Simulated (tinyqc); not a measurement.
MOSFET in saturation, small-signal circuit and noise: effect of the temperature on speed and noise.

Bias by the inversion coefficient IC = I/Ispec (charge-based model with velocity saturation; weak inversion below 0.1, strong above 10). Common-source circuit: gm, gds, Cgs, Cgd and Cj at the inner nodes, Rg in series with the gate; quasi-static, no source or drain resistance, no gate-body capacitance, no substrate network, no induced gate noise, so fmax is an upper estimate.

Ispec = 2 n mu Cox (W/L) Vt^2, lc = Ls/L, gms = [sqrt((lc IC + 1)^2 + 4 IC) - 1]/[2 + lc (lc IC + 1)], gm = gms Ispec/(n Vt), gds = sg gm. qs = [sqrt(1 + 4 IC) - 1]/2, Cgs = Cox W L qs (2 qs + 3)/(3 (qs + 1)^2) + Cov W, Cgd = Cov W, Cd = Cj W, Rg = Rsh (Wf/L)/(12 Nf) + Rc/W with Nf = W/Wf fingers (not rounded) contacted at both ends. fT = gm/(2 pi (Cgs + Cgd)), fmax = fT/(2 sqrt(Rg (gds + 2 pi fT Cgd))). Channel noise Sid = 4 kB T gam n gm with gam = (1/2 + (2/3) qs)/(1 + qs) + gw lc IC, qs = [sqrt(1 + 4 IC) - 1]/2, lc = Ls/L (the last term an empirical rise with velocity saturation); at the gate, white noise Sw = Sid/gm^2 + 4 kB T Rg. Number fluctuation with correlated mobility: S(f) = K/f, K = q^2 Vt lt Nt/(W L Cox^2) (1 + ac mu Cox I/gm)^2, Vt in eV with Nt per eV. Corner fc = K/Sw. IC is held fixed, and so are mu, n, Ls and Nt.

Inputs (values chosen for the exercise): gate length L = 40 nm; total gate width W = 5 um; gate capacitance Cox = 1.9 uF/cm^2; mobility mu = 210 cm^2/(V s); slope factor n = 1.3; velocity-saturation length Ls = 25 nm; ratio gds/gm sg = 0.13; overlap and fringe capacitance per side Cov = 0.34 fF/um; drain junction capacitance Cj = 0.87 fF/um; sheet resistance of the gate Rsh = 20 ohm; finger width Wf = 4 um; gate contact and vertical resistance Rc = 200 ohm um; inversion coefficient IC = 17; short-channel excess of the noise factor gw = 0.09; oxide trap density Nt = 5.5e17 cm^-3 eV^-1; tunnelling length into the oxide lt = 0.1 nm; Coulomb scattering coefficient ac = 10000 V s/C.

Constants: q = 1.602176634e-19 C, kB = 1.380649e-23 J/K, Vt = kB T/q. Results are converted to the units shown.

The same in every row: Rg (ohm) = 173.3.

Results:
```
T (K)  I (uA)  fT (GHz)  fmax (GHz)  sqrt(Sw) (nV/Hz^0.5)  fc (MHz)
100     163.7     34.93       57.46                 3.198     38.64
150     368.3     52.39       70.37                 3.272     76.25
200     654.8     69.85       81.26                 3.344     128.2
300      1473     104.8       99.52                 3.484     280.2
350      2005     122.2       107.5                 3.552     382.2
400      2619     139.7       114.9                 3.619     502.6
```

Estimate the missing row, T = 250 K.

Computed row:
```
T (K)  I (uA)  fT (GHz)  fmax (GHz)  sqrt(Sw) (nV/Hz^0.5)  fc (MHz)
250      1023     87.31       90.85                 3.415     195.8
```

With this row back in the table: As T goes from 100 to 400 K, fT rises from 34.9 to 140 GHz, fmax rises from 57.5 to 115 GHz, the white noise rises from 3.20 to 3.62 nV/Hz^0.5 and the corner rises from 38.6 to 503 MHz. At fixed IC and mobility the current goes as T^2 and gm as T, which is why fT rises; a real mobility would fall with T. For T = 100 to 150 K band tails and dopant freeze-out, left out here, change n and the noise.

Numbers from tinyqc (`OMP_NUM_THREADS=1 python tinyqc.py 2150125 2150126 out.jsonl`; about 0.01 s on one thread of a shared Intel Xeon 2.30GHz).
